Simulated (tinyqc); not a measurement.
Vibrations of a mass or spring defect in a linear chain: one step, computed by the program tinyqc.

A ring of N atoms with nearest-neighbour springs k and motion along the chain. Atom 1 is the defect, of mass M', and its two springs are k'. All other atoms have the mass M.

Task: Dynamical matrix of the ring. D_ii = (sum of the two springs at i)/M_i, D_ij = -k_ij/sqrt(M_i M_j) for neighbours, closed into a ring.

Inputs (values chosen for the exercise, for a model chain):
```
quantity                         value           unit
spring constant k                 9.34  eV/angstrom^2
host mass M                       93.1              u
defect mass M'                    24.2              u
spring ratio k'/k at the defect    1.5              -
atoms in the ring N                 12              -
```

Host: monatomic.

Give: D.

Result:

D (eV/(angstrom^2 u)), lower triangle (symmetric):
```
          1        2        3        4        5        6        7        8
1    1.1579
2   -0.2952   0.2508
3    0.0000  -0.1003   0.2006
4    0.0000   0.0000  -0.1003   0.2006
5    0.0000   0.0000   0.0000  -0.1003   0.2006
6    0.0000   0.0000   0.0000   0.0000  -0.1003   0.2006
7    0.0000   0.0000   0.0000   0.0000   0.0000  -0.1003   0.2006
8    0.0000   0.0000   0.0000   0.0000   0.0000   0.0000  -0.1003   0.2006
9    0.0000   0.0000   0.0000   0.0000   0.0000   0.0000   0.0000  -0.1003
10   0.0000   0.0000   0.0000   0.0000   0.0000   0.0000   0.0000   0.0000
11   0.0000   0.0000   0.0000   0.0000   0.0000   0.0000   0.0000   0.0000
12  -0.2952   0.0000   0.0000   0.0000   0.0000   0.0000   0.0000   0.0000

          9       10       11      12
9    0.2006
10  -0.1003   0.2006
11   0.0000  -0.1003   0.2006
12   0.0000   0.0000  -0.1003  0.2508
```
